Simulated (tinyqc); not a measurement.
Minority-electron transport through the base of a bipolar transistor (Moll-Ross and Kroemer integrals): one step, computed by the program tinyqc.

Low injection, one dimension, x from the emitter edge (0) to the collector edge (W), s = x/W. Recombination is treated as a small correction (valid for tau_B well below tau_n), computed from the stored charge.

Problem. Profile and built-in field. N(x) = N_0; n_i(x)^2 = n_i^2 exp(s dE_g/k_B T); D(x) = (k_B T/e) mu, mu = mu_min + (mu_max - mu_min)/(1 + (N/N_ref)^0.7). Field that drives electrons towards the collector, averaged over the base: (k_B T/e) ln[N_0 n_i(W)^2/(N(W) n_i^2)]/W.

Inputs (values chosen for the exercise, modelled on silicon):

| quantity | value | unit |
|---|---|---|
| base doping at the emitter edge N_0 | 6.6e+18 | 1/cm^3 |
| base width W | 30 | nm |
| mu_min | 200 | cm^2/(V s) |
| mu_max | 1300 | cm^2/(V s) |
| N_ref | 1.6e+17 | 1/cm^3 |
| temperature T | 300 | K |
| gap narrowing across the base dE_g | 20 | meV |

Base doping profile: uniform. Gap grading: linear. Exit of the base: infinite sink.

Constants: k_B = 8.617333262e-05 eV/K.

Give: Across the base; drift factor eta (potential drop in k_B T/e); mean built-in field.

Solution.

Across the base:

| s | N (1/cm^3) | n_i(x)^2/n_i^2 | D (cm^2/s) | y (s/cm^5) |
|---|---|---|---|---|
| 0.0 | 6.60e+18 | 1.000 | 7.130 | 9.257e+17 |
| 0.2 | 6.60e+18 | 1.167 | 7.130 | 7.930e+17 |
| 0.4 | 6.60e+18 | 1.363 | 7.130 | 6.793e+17 |
| 0.6 | 6.60e+18 | 1.591 | 7.130 | 5.819e+17 |
| 0.8 | 6.60e+18 | 1.857 | 7.130 | 4.985e+17 |
| 1.0 | 6.60e+18 | 2.168 | 7.130 | 4.271e+17 |

drift factor eta (potential drop in k_B T/e) = 0.7736

mean built-in field = 6.667 kV/cm
